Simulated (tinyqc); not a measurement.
## Permittivity and interlayer from two capacitances

Inverse problem. A two-layer stack has Cox = eps0/(t1/e1 + t2/e2) and EOT = 3.9 eps0/Cox. Find e2, the EOT of layer 1 and, with e1 given, t1.

Inputs (values chosen for the exercise): relative permittivity of layer 1 e1 = 3.88.

Constants: eps0 = 8.8541878128e-14 F/cm where lengths are in cm. Results are converted to the units shown.

Cox at t2 = 2.5 and 7.9 nm (uF/cm^2): 1.5293118  0.76231302

Solution. EOT is linear in t2 with slope 3.9/e2, and its intercept is the EOT of layer 1.

e2 = 9.270
EOT of layer 1 = 1.206 nm
t1 = 1.200 nm

Computed by the program tinyqc: `OMP_NUM_THREADS=1 python tinyqc.py 2010021 2010022 out.jsonl`, one thread of a shared Intel Xeon 2.30GHz, about 0.01 s for the whole run.
